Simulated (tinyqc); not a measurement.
# Fully depleted semiconductor-on-insulator film with two gates, non-linear Poisson equation by Newton steps: threshold and coupling against the insulator thickness

One dimension across the film, front interface at x = 0, back interface at x = ts. psi is counted from the intrinsic level, n = ni exp(psi/Vt) (source grounded), holes neglected, acceptors ionised. Gates act through Cox = eps0 eox/tox and Cbox = 3.9 eps0/tb with potentials G1 = Vg - (phiM - chi - Vt ln(Nc/ni)) and G2 = Vb - (phiB - chi - Vt ln(Nc/ni)). Classical Boltzmann densities, no interface charge, no depletion in the back plane.

ni = sqrt(Nc Nv) exp(-Eg/(2 Vt)), Eg in volts. The Poisson equation eps0 eps_r d2psi/dx2 = q (n + Na), with -eps0 eps_r dpsi/dx = Cox (G1 - psi) at x = 0 and eps0 eps_r dpsi/dx = Cbox (G2 - psi) at x = ts, is solved on 300 equal intervals with half boxes at both ends; N_inv is the trapezoid sum of n. VT is the Vg for N_inv = 1e11 cm^-2; -dVT/dVb from the linearised equation. Limits with Cs = eps0 eps_r/ts: front channel Cs Cbox/(Cox (Cs + Cbox)), back channel Cbox (Cox + Cs)/(Cox Cs). Swing at N_inv = 1e8 cm^-2.

Values chosen for this exercise; band and dielectric values close to those of silicon: temperature T = 400 K; band gap Eg = 1.1 eV; relative permittivity eps_r = 11.6; conduction-band density of states at T Nc = 4.26e19 cm^-3; valence-band density of states at T Nv = 4.06e19 cm^-3; electron affinity chi = 4.03 eV; relative permittivity of the gate insulator (close to silicon dioxide) eox = 3.9; film thickness ts = 10 nm; buried-oxide thickness (eps_r 3.9) tb = 19 nm; acceptor density of the film Na = 3.7e17 cm^-3; work function of the front gate phiM = 4.63 eV; work function of the back plane phiB = 4.08 eV; back-gate voltage Vb = 0 V.

Constants: q = 1.602176634e-19 C, kB = 1.380649e-23 J/K, Vt = kB T/q, eps0 = 8.8541878128e-14 F/cm where lengths are in cm. Results are converted to the units shown.

The same in every row: centroid/ts at VT = 0.478.

Threshold and coupling against the insulator thickness:
```
tox (nm)  VT (V)  -dVT/dVb  front-channel limit  back-channel limit  swing (mV/decade)
0.6        0.410     0.104               0.0268               0.209               89.5
0.85       0.413     0.116               0.0380               0.222               90.5
1.2        0.418     0.133               0.0537               0.240               91.9
1.7        0.424     0.157               0.0760               0.266               93.8
2.4        0.434     0.191                0.107               0.303               96.5
3.4        0.447     0.239                0.152               0.356                100
4.8        0.466     0.307                0.215               0.430                106
```

Read the table: what changes, and by how much?

As tox goes from 0.6 to 4.8, VT rises from 0.410 to 0.466 V, the centroid stays near 0.478 of ts and -dVT/dVb rises from 0.104 to 0.307. The coupling covers 42.3 % of the way from the front-channel to the back-channel limit in the first row and 42.8 % in the last.

Program tinyqc, `OMP_NUM_THREADS=1 python tinyqc.py 2190009 2190010 out.jsonl`; Intel Xeon 2.30GHz, shared host, one thread, about 0.3 s.
